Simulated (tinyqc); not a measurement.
Fully depleted semiconductor-on-insulator film with two gates, non-linear Poisson equation by Newton steps: one step of the calculation.

One dimension across the film, front interface at x = 0, back interface at x = ts. psi is counted from the intrinsic level, n = ni exp(psi/Vt) (source grounded), holes neglected, acceptors ionised. Gates act through Cox = eps0 eox/tox and Cbox = 3.9 eps0/tb with potentials G1 = Vg - (phiM - chi - Vt ln(Nc/ni)) and G2 = Vb - (phiB - chi - Vt ln(Nc/ni)). Classical Boltzmann densities, no interface charge, no depletion in the back plane.

Question. Newton step. Solve a d_(i-1) + b_i d_i + a d_(i+1) = -F_i for all nodes. If the largest |d| exceeds 4 Vt, the whole step is scaled down so that it equals 4 Vt.

Values chosen for this exercise:

| symbol | value | unit | meaning |
|---|---|---|---|
| T | 300 | K | temperature |

Constants: q = 1.602176634e-19 C, kB = 1.380649e-23 J/K, Vt = kB T/q. Results are converted to the units shown.

a = 11.330593 uF/cm^2

```
node  diagonal b (F/cm^2)  residual F (C/cm^2)  psi after iteration 1 (V)
0           -1.8374809e-5         4.9574848e-6                 0.40340800
1           -2.2713210e-5        -1.7653648e-9                 0.40297431
2           -2.2712376e-5        -1.7442092e-9                 0.40255652
3           -2.2711587e-5        -1.7241832e-9                 0.40215458
4           -2.2710840e-5        -1.7052424e-9                 0.40176848
5           -2.2710133e-5        -1.6873455e-9                 0.40139817
6           -2.2709467e-5        -1.6704538e-9                 0.40104363
7           -1.1404464e-5         7.9253963e-9                 0.40070482
```

Find: Newton step d, before damping; psi after iteration 2.

Answer.

```
node  Newton step d, before damping (V)  psi after iteration 2 (V)
0                               0.67090                    0.50682
1                               0.65047                    0.50323
2                               0.63318                    0.50015
3                               0.61890                    0.49755
4                               0.60753                    0.49541
5                               0.59897                    0.49372
6                               0.59315                    0.49247
7                               0.59000                    0.49164
```

Range of the model: In so thin a film or at such density quantum confinement moves the charge away from the interfaces and raises the threshold.

tinyqc, about 0.4 s, one thread, Intel Xeon 2.30GHz (shared host): `OMP_NUM_THREADS=1 python tinyqc.py 2190074 2190075 out.jsonl`
